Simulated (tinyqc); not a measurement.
Plane-averaged potentials: correction of a charged-defect supercell by a model charge and potential alignment (plane-averaged potentials). Computed by tinyqc, a small Python program. Command: `OMP_NUM_THREADS=1 python tinyqc.py 3111969 3111970 out.jsonl align walk`. One thread of a shared host (Intel(R) Xeon(R) Processor @ 2.30GHz), about 0.01 s of CPU time with the checks.

The "true" defect charge is (1 - x) q in a Gaussian of width sigma plus x q in one of width sigma_t, so the exact answer is known; the correction sees only a single model Gaussian of width sigma_m. A Gaussian of width s has the transform rho(G) = exp(-G^2 s^2/2), normalised to 1. A uniform background cancels q, so G = 0 is left out. Potentials are those felt by a unit positive charge. E_0 is the formation energy of the isolated defect, E_cell its value in the supercell, E_lat = E_iso - E_per of the model charge, C the true less the model potential far from the defect; the exact correction is E_0 - E_cell, and the error of a scheme is E_cell plus its correction less E_0.

Inputs (values chosen for the exercise, with screening close to that of GaN):

| quantity | value | unit |
|---|---|---|
| defect charge q | -2 | e |
| dielectric constant eps | 9.13 | - |
| edge of the cubic cell L | 11.2 | angstrom |
| width sigma of the true defect charge | 1 | angstrom |
| width sigma_m of the model charge | 0.81 | angstrom |
| share x of the charge in a wide tail | 0.24 | - |
| width sigma_t of the tail | 1.5 | angstrom |

Constants: e^2/(4 pi eps_0) = 14.39964548 eV angstrom.

Method. Plane-averaged potential at distance z from the defect: V(z) = (4 pi q/(eps L^3)) (e^2/(4 pi eps_0 e)) sum_(m != 0) rho(G_m) cos(G_m z)/G_m^2, G_m = 2 pi m/L, |m| <= 40.

Potentials (V):

| z/L | z (angstrom) | true | model | difference |
|---|---|---|---|---|
| 0.00 | 0.00 | -0.17208 | -0.20207 | 0.029997 |
| 0.05 | 0.56 | -0.15873 | -0.18302 | 0.024289 |
| 0.10 | 1.12 | -0.12316 | -0.13518 | 0.012014 |
| 0.15 | 1.68 | -0.07554 | -0.07679 | 0.001251 |
| 0.20 | 2.24 | -0.02570 | -0.02083 | -0.004871 |
| 0.25 | 2.80 | 0.02008 | 0.02763 | -0.007548 |
| 0.30 | 3.36 | 0.05886 | 0.06743 | -0.008564 |
| 0.35 | 3.92 | 0.08947 | 0.09839 | -0.008922 |
| 0.40 | 4.48 | 0.11148 | 0.12051 | -0.009038 |
| 0.45 | 5.04 | 0.12471 | 0.13379 | -0.009072 |
| 0.50 | 5.60 | 0.12913 | 0.13821 | -0.009078 |

The difference moves by 0.04 mV between z/L = 0.4 and 0.5: a plateau.
